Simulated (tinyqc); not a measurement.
Floating body of a partially depleted SOI transistor: body voltage and kink: transfer curve and swing.

Source at 0 V. Channel current Ic = 2 nf K Vt^2 [F(0) - F(Vd)](1 + la Vd), F(V) = ln^2(1 + exp((Vg - VT - nf V)/(2 nf Vt))), VT = VT0 - gb Vb. Saturation voltage Vs = 2 Vt sqrt(F(0)) + 3 Vt, excess Ve = (Vd - Vs + sqrt((Vd - Vs)^2 + 0.0004 V^2))/2, multiplication M1 = Ai Ve exp(-Bl/Ve). Each junction passes D(v) = J1 (exp(v/Vt) - 1) + J2 (exp(v/(2 Vt)) - 1). Bipolar current Ib = bb J1 (exp(Vb/Vt) - 1). The body settles where M1 (Ic + Ib) = D(Vb) + D(Vb - Vd) + Vb/Rb; drain current Id = (1 + M1)(Ic + Ib) - D(Vb - Vd).

Rows with more than one solution for Vb (latch) are left out; dId/dVd by a forward difference over 1e-4 V, swing = 1e-4 V over the change of log10 Id; M1 under 1e-12 is printed as 0.

Inputs (values chosen for the exercise); values of the order met in partially depleted silicon-on-insulator transistors: temperature T = 398 K; threshold at zero body voltage VT0 = 0.49 V; fall of the threshold per volt of body voltage gb = 0.19; slope factor nf = 1.41; gain factor per width K = 180 uA/(V^2 um); channel-length modulation factor la = 0.07 1/V; impact-ionisation prefactor Ai = 3.27 1/V; impact-ionisation voltage Bl = 4.7 V; diffusion saturation current of each junction J1 = 3.8e-10 uA/um; recombination saturation current of each junction J2 = 4.8e-7 uA/um; gain of the lateral bipolar transistor on the diffusion current bb = 0; resistance of a weak body tie to the source (1e9 stands for no tie, and the term is then dropped) Rb = 1e9 kohm um; drain voltage Vd = 1.6 V.

Constants: q = 1.602176634e-19 C, kB = 1.380649e-23 J/K, Vt = kB T/q. Results are converted to the units shown.

Result of one run:

| Vb (V) | M1 | Id, floating (uA/um) | Id, grounded (uA/um) | ratio | swing, floating (mV/decade) | swing, grounded (mV/decade) |
|---|---|---|---|---|---|---|
| 0.4526 | 0.2095 | 0.003208 | 5.635e-4 | 5.693 | 93.25 | 113.0 |

Which gate voltage Vg gave this result: 0.04, 0.14, 0.24 or 0.64 V?

Vg = 0.14 V.

The whole series:

| Vg (V) | Vb (V) | M1 | Id, floating (uA/um) | Id, grounded (uA/um) | ratio | swing, floating (mV/decade) | swing, grounded (mV/decade) |
|---|---|---|---|---|---|---|---|
| 0.04 | 0.3026 | 0.2114 | 2.366e-4 | 7.294e-5 | 3.243 | 84.92 | 112.6 |
| 0.14 | 0.4526 | 0.2095 | 0.003208 | 5.635e-4 | 5.693 | 93.25 | 113.0 |
| 0.24 | 0.5544 | 0.2040 | 0.03269 | 0.004244 | 7.702 | 106.2 | 115.6 |
| 0.34 | 0.6273 | 0.1907 | 0.2361 | 0.02958 | 7.982 | 130.6 | 122.8 |
| 0.44 | 0.6779 | 0.1676 | 1.082 | 0.1734 | 6.240 | 179.4 | 140.5 |
| 0.54 | 0.7100 | 0.1388 | 3.176 | 0.7561 | 4.201 | 257.5 | 177.7 |
| 0.64 | 0.7293 | 0.1100 | 6.779 | 2.317 | 2.925 | 358.7 | 241.3 |
| 0.74 | 0.7402 | 0.08433 | 11.85 | 5.254 | 2.255 | 473.3 | 329.5 |
| 0.84 | 0.7457 | 0.06260 | 18.28 | 9.653 | 1.893 | 594.0 | 434.7 |

Vb rises from 0.303 to 0.746 V. The smallest swing among the rows is 84.9 mV a decade with a floating body (at Vg = 0.04 V) and 113 with a grounded one; Vt ln 10 = 79.0. The floating swing is smaller by more than 3 % for Vg = 0.04, 0.14, 0.24 V, where the rising Vb lowers the threshold as Vg rises. In the first row the floating body raises the current by a factor of 3.24.

Range of the model: The multiplication law is an empirical form chosen for the exercise; self-heating and capacitive coupling to the body are left out, and the linear laws are rough once Vb passes about 0.7 V or M1 about 0.1.

Computed by the program tinyqc: `OMP_NUM_THREADS=1 python tinyqc.py 2182190 2182191 out.jsonl`, one thread of a shared Intel Xeon 2.30GHz, about 0.2 s for the whole run.
